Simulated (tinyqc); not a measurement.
Inside a calculation: Landau levels of a parabolic two-dimensional band. Values are carried at full precision from step to step, so a last printed digit may differ when a step is redone from the rounded ones.

In a field B along z: l = 1/sqrt((e/hbar) B) is the magnetic length, n_B = B/(h/e) the number of states per area in one level, hbar wc = 2 muB B/m for mass m in m0; 1/angstrom^2 = 1e16/cm^2.

Constants: e/hbar = 1.519267448e-05 1/(T angstrom^2); h/e = 413566.7697 T angstrom^2; hbar^2/2m0 = 3.80998211 eV angstrom^2; muB = 5.788381798e-05 eV/T; e^2/h = 3.874045865e-05 S.

Inputs chosen for the exercise (near those of a two-dimensional electron gas in InGaAs; shifted at random, so the results belong to these values and not to a real crystal): B = 6.7 T (magnetic field); n = 5.7 x 1e11/cm^2 (electron sheet density); m = 0.0414 m0 (mass); gs = -4.6 (g factor); gv = 1 (valleys).

## Scales set by the field

Give l, n_B and the filling factor nu = n/n_B.

l = 99.12 angstrom
n_B = 1.6201 x 1e11/cm^2
nu = 3.518

## The lowest levels

E(N, s) = (N + 1/2) hbar wc + s gs muB B with s = +/-1/2.

List the eight lowest, in meV, with the gap to the next.

Levels:
```
label  E (meV)  gap above (meV)
0+       8.476            1.784
0-      10.260           16.951
1+      27.211            1.784
1-      28.995           16.951
2+      45.946            1.784
2-      47.730           16.951
3+      64.682            1.784
3-      66.466           16.951
```

The largest of these gaps, 16.95 meV, first occurs above level 0- and is kB T at 197 K.

## Where EF lies

Each listed level takes n_B electrons. At zero temperature and without broadening EF sits in the partly filled level.

Fill the listed levels in order up to nu; give the partly filled level, its energy and its filled share.

level: 1-

EF = 28.995 meV
filled share = 0.518

## Fields of the Hall plateaus

A plateau is centred where nu = n/n_B equals 1, 2, 3, 4, 5, 6; there rho_xy = h/(nu e^2).

Plateaus:
```
nu   B (T)  1/B (1/T)  rho_xy (kohm)
1   23.573     0.0424        25.8128
2   11.787     0.0848        12.9064
3    7.858     0.1273         8.6043
4    5.893     0.1697         6.4532
5    4.715     0.2121         5.1626
6    3.929     0.2545         4.3021
```

These counts hold wherever the levels are resolved.

## Checks

- Level spacing from finite differences in the Landau gauge against hbar wc, meV: 18.72 against 18.74.

Program tinyqc; command `OMP_NUM_THREADS=1 python tinyqc.py 1251275 1251276 out.jsonl`; about 0.01 s on one thread of a shared Intel(R) Xeon(R) Processor @ 2.30GHz.
